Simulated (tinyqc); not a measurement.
# Threshold of a short bulk MOSFET: charge sharing, barrier lowering, narrow width: two studies

n-channel device on a p-type body, depletion approximation, full ionisation. Uniform doping N = Na. Vbi from Boltzmann statistics is rough for the degenerate source. Cox = eps0 eox/tox.

Inputs (values chosen for the exercise); band and dielectric values close to those of silicon: temperature T = 350 K; band gap Eg = 1.14 eV; relative permittivity eps_r = 11.5; conduction-band density of states at T Nc = 3.48e19 cm^-3; valence-band density of states at T Nv = 3.34e19 cm^-3; relative permittivity of the gate insulator (close to silicon dioxide) eox = 3.9; insulator thickness tox = 2.8 nm; channel doping Na = 1.7e17 cm^-3; source and drain doping Nsd = 1e20 cm^-3; flat-band voltage for the doping Na Vfb = -0.8 V; junction depth xj = 22 nm; body-source voltage Vbs = -1 V; drain-source voltage Vds = 0.5 V; gate width W = 720 nm; shape factor of the fringing depletion at the width edges xw = 0.7854; channel length L = 260 nm.

Constants: q = 1.602176634e-19 C, kB = 1.380649e-23 J/K, Vt = kB T/q, eps0 = 8.8541878128e-14 F/cm where lengths are in cm. Results are converted to the units shown.

Each table varies one quantity; the others keep the values above.

## Threshold roll-off against channel length

ni = sqrt(Nc Nv) exp(-Eg/(2 Vt)), Eg in volts; 2 pB = 2 Vt ln(N/ni); flat band Vfb - Vt ln(N/Na); Wd = sqrt(2 eps0 eps_r (2 pB - Vbs)/(q N)); body term q N Wd/Cox; long-channel VT0 = flat band + 2 pB + body term; Vbi = Vt ln(N Nsd/ni^2); scale length l = sqrt((eps_r/eox) tox Wd). Charge sharing (trapezoid; it ignores Vds): F = (xj/L)(sqrt(1 + 2 Wd/xj) - 1), lowering = body term times F. Barrier lowering: th = exp(-L/(2 l)) + 2 exp(-L/l), lowering = th [2 (Vbi - 2 pB) + Vds], DIBL = th. Narrow width: rise = body term times xw Wd/W. VT by each model = VT0 - lowering + rise. DIBL under 0.001 mV/V is printed as 0.

The same in every row: N (cm^-3) = 1.700e17; VT0 (V) = 0.2779.

Result of one run:

| L (nm) | L/l | F | DIBL (mV/V) | VT, charge sharing (V) | VT, barrier lowering (V) |
|---|---|---|---|---|---|
| 99 | 3.190 | 0.5348 | 285.3 | 0.1729 | 0.05830 |

What becomes of these results when the channel length L is changed from 99 to 890 nm, all else the same?

Result of the changed run:

| L (nm) | L/l | F | DIBL (mV/V) | VT, charge sharing (V) | VT, barrier lowering (V) |
|---|---|---|---|---|---|
| 890 | 28.68 | 0.05949 | 0 | 0.2953 | 0.3107 |

The whole series:

| L (nm) | L/l | F | DIBL (mV/V) | VT, charge sharing (V) | VT, barrier lowering (V) |
|---|---|---|---|---|---|
| 99 | 3.190 | 0.5348 | 285.3 | 0.1729 | 0.05830 |
| 140 | 4.511 | 0.3782 | 126.8 | 0.2132 | 0.1985 |
| 210 | 6.766 | 0.2521 | 36.24 | 0.2457 | 0.2786 |
| 300 | 9.666 | 0.1765 | 8.088 | 0.2652 | 0.3035 |
| 430 | 13.86 | 0.1231 | 0.9823 | 0.2789 | 0.3098 |
| 620 | 19.98 | 0.08540 | 0.04592 | 0.2887 | 0.3106 |
| 890 | 28.68 | 0.05949 | 0 | 0.2953 | 0.3107 |
| 1300 | 41.89 | 0.04073 | 0 | 0.3002 | 0.3107 |
| 1900 | 61.22 | 0.02787 | 0 | 0.3035 | 0.3107 |

VT by barrier lowering rises from 0.0583 to 0.311 V and VT by charge sharing rises from 0.173 to 0.303 V. DIBL is under 100 mV/V from L = 210 nm on among the rows (th = 0.1 at L/l = 4.92). For L = 99 F exceeds 0.5: the shares of source and drain overlap, and the trapezoid formula no longer holds. For L = 99 DIBL exceeds 250 mV/V, where the barrier formula is rough.

## Effect of the insulator thickness

Same model as above.

The same in every row: N (cm^-3) = 1.7000e17; F = 0.20364.

Effect of the insulator thickness:

| tox (nm) | VT0 (V) | L/l | DIBL (mV/V) | VT, charge sharing (V) | VT, barrier lowering (V) |
|---|---|---|---|---|---|
| 1.1 | 0.12145 | 13.366 | 1.2552 | 0.11372 | 0.13322 |
| 1.5 | 0.15826 | 11.446 | 3.2914 | 0.14772 | 0.17291 |
| 1.9 | 0.19507 | 10.170 | 6.2657 | 0.18171 | 0.21177 |
| 2.5 | 0.25028 | 8.8660 | 12.161 | 0.23270 | 0.26879 |
| 3.2 | 0.31469 | 7.8365 | 20.666 | 0.29220 | 0.33388 |
| 4.1 | 0.39750 | 6.9231 | 33.350 | 0.36869 | 0.41601 |
| 5.4 | 0.51713 | 6.0325 | 53.783 | 0.47917 | 0.53278 |
| 7 | 0.66435 | 5.2984 | 80.706 | 0.61515 | 0.67492 |

As tox goes from 1.1 to 7, VT0 rises from 0.121 to 0.664 V, DIBL rises from 1.26 to 80.7 mV/V, F stays at 0.204 and VT by barrier lowering rises from 0.133 to 0.675 V.

tinyqc, about 0.01 s, one thread, Intel Xeon 2.30GHz (shared host): `OMP_NUM_THREADS=1 python tinyqc.py 2002051 2002052 out.jsonl`
